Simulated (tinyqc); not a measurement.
LCCD on RHF in the sto-3g basis, for H2, spin multiplicity 1, step by step. Computed by tinyqc, a small Python program that keeps every step (integrals from PySCF). Settings: charge = 0, multiplicity = 1, basis = sto-3g, method = RHF, energy threshold = 1e-10, iteration cap = 76, orthogonalisation = symmetric, start = atomic densities, DIIS depth = 6, amplitude equations = LCCD, DIIS depth for amplitudes = 0, cap on updates = 52. Command: `OMP_NUM_THREADS=1 python tinyqc.py 24206 24207 out.jsonl` (the two numbers bound the seeds that draw the settings). One thread of a shared host (Intel(R) Xeon(R) Processor @ 2.60GHz), about 0.06 s of CPU time with the checks. The early iterations of the SCF are left out here.

## One-electron integrals

Geometry (angstrom):
```
atom         x         y         z
H     0.000000  0.000000  0.000000
H     0.000000  0.000000  0.763000
```

Basis sto-3g: exponents (1/bohr^2) and contraction coefficients of normalised primitives:
```
element  l (shell)  exponent  coefficient
H            s (1)  3.425251     0.154329
H            s (1)  0.623914     0.535328
H            s (1)  0.168855     0.444635
```

Overlap, kinetic and nuclear-attraction integrals over the contracted functions; the nuclear repulsion is the sum of Za Zb / Rab.

nuclear repulsion = 0.69354811 hartree

overlap S, order 1H 1s, 2H 1s:
```
[[1.000000, 0.644847],
 [0.644847, 1.000000]]
```

kinetic energy T (hartree), order 1H 1s, 2H 1s:
```
[[0.760032, 0.223472],
 [0.223472, 0.760032]]
```

nuclear attraction V (hartree), order 1H 1s, 2H 1s:
```
[[-1.866287, -1.156034],
 [-1.156034, -1.866287]]
```

core Hamiltonian H = T + V (hartree), order 1H 1s, 2H 1s:
```
[[-1.106255, -0.932562],
 [-0.932562, -1.106255]]
```

## Two-electron integrals

Functions are numbered as in S; the eight-fold symmetry (ij|kl) = (ji|kl) = (kl|ij) leaves the list below.

Two-electron integrals (ij|kl) in chemists' order, unique and non-zero (hartree):
```
(11|11) 0.774606   (21|11) 0.431558   (21|21) 0.282591   (22|11) 0.561376
(22|21) 0.431558   (22|22) 0.774606
```

## Orthogonalisation

S = U s U^T; symmetric (Loewdin) form X = U s^(-1/2) U^T, so that X^T S X = 1.

eigenvalues of S: [0.355153, 1.644847]

X, order 1H 1s, 2H 1s:
```
[[1.228859, -0.449142],
 [-0.449142, 1.228859]]
```

## Starting guess

The start is atomic minimal-basis densities projected into this basis (PySCF's MINAO start) and scaled to the electron count of each spin; this density is not idempotent, so its energy is not variational and may lie below the converged one.

D at the start, order 1H 1s, 2H 1s:
```
[[0.937555, 0.096837],
 [0.096837, 0.937555]]
```

## Iteration 3 (converged): orbitals

converged F (hartree), order 1H 1s, 2H 1s:
```
[[-0.353029, -0.583134],
 [-0.583134, -0.353029]]
```

Diagonalise F' = X^T F X, C = X C', fill 1 alpha and 1 beta electrons from the bottom; D = 2 C_occ C_occ^T. Each column has its largest component positive (the first on a tie).

F' = X^T F X (hartree):
```
[[0.039377, -0.608526],
 [-0.608526, 0.039377]]
```

orbital energies (hartree): [-0.569149, 0.647903]

coefficients C, order 1H 1s, 2H 1s:
```
[[0.551344, 1.186526],
 [0.551344, -1.186526]]
```

D after iteration 3, order 1H 1s, 2H 1s:
```
[[0.607959, 0.607959],
 [0.607959, 0.607959]]
```

## Convergence

Stop when the energy changes by less than 1e-10 hartree and every element of the error matrix X^T (F D S - S D F) X is below 3e-06.

Course of the cycle:
```
iteration  E (hartree)     change  largest element of the error matrix
1          -0.77201209          -                             6.42e-16
2          -1.11511909  -3.43e-01                             4.19e-16
3          -1.11511909  -8.88e-16                             4.13e-16
```

PySCF RHF in the same basis = -1.11511909 hartree

Converged in 3 iterations.

## Populations, bond orders and dipole

Mulliken: Z minus the diagonal of D S on the atom; Loewdin: the same with S^(1/2) D S^(1/2); Mayer order: 2 sum_s sum (D(s) S)_ij (D(s) S)_ji over the two atoms.

Charges (e):
```
atom  Mulliken  Loewdin
1H           0        0
2H           0        0
```

Mayer bond orders:
```
pair     order
2-1   1.000000
```

dipole moment about the origin, x y z (debye): [0.000000, 0.000000, 0.000000]

## Integrals over molecular orbitals

(pq|rs) = sum C_ip C_jq C_kr C_ls (ij|kl), one index at a time.

one-electron integrals over orbitals h = C^T H C (hartree):
```
[[-1.239518, 0.000000],
 [0.000000, -0.489064]]
```

Two-electron integrals over orbitals (pq|rs), unique and non-zero (hartree):
```
(11|11) 0.670369   (21|21) 0.182506   (22|11) 0.659736   (22|22) 0.693444
```

## LCCD: starting amplitudes

t_ij^ab = <ij||ab> / (e_i + e_j - e_a - e_b), whose energy is MP2.

Starting amplitudes (spin orbitals 1a, 1b, ...; amplitudes related by a flip of all spins are not repeated):
```
from      to          t
1a 1b  2a 2b  -0.074979
```

correlation energy = -0.01368407 hartree

## LCCD: amplitude update 1

t_ij^ab D_ij^ab are set to the remaining terms of the spin-orbital equations, evaluated with the old amplitudes; for the doubles these are <ij||ab> + 1/2 <ab||ef> t_ij^ef + 1/2 <mn||ij> t_mn^ab + P(ij)P(ab) <mb||ej> t_im^ae, D the orbital-energy denominators (linear CCD).

Amplitudes after update 1 (spin orbitals 1a, 1b, ...; amplitudes related by a flip of all spins are not repeated):
```
from      to          t
1a 1b  2a 2b  -0.103014
```

correlation energy = -0.01880058 hartree

## LCCD: convergence

E_corr = 1/4 sum <ij||ab> t_ij^ab; stop when the norm of the change is below 1e-8.

Course of the amplitude iterations:
```
update  correlation energy (hartree)  norm of the change
0                        -0.01368407                   -
1                        -0.01880058            5.61e-02
2                        -0.02071367            2.10e-02
3                        -0.02142898            7.84e-03
4                        -0.02169643            2.93e-03
5                        -0.02179644            1.10e-03
6                        -0.02183383            4.10e-04
7                        -0.02184781            1.53e-04
8                        -0.02185304            5.73e-05
9                        -0.02185499            2.14e-05
10                       -0.02185572            8.01e-06
11                       -0.02185599            2.99e-06
12                       -0.02185610            1.12e-06
13                       -0.02185613            4.19e-07
14                       -0.02185615            1.57e-07
15                       -0.02185615            5.85e-08
16                       -0.02185616            2.19e-08
17                       -0.02185616            8.18e-09
```

Converged amplitudes (spin orbitals 1a, 1b, ...; amplitudes related by a flip of all spins are not repeated):
```
from      to          t
1a 1b  2a 2b  -0.119756
```

LCCD total energy = -1.13697525 hartree

Converged in 17 updates.
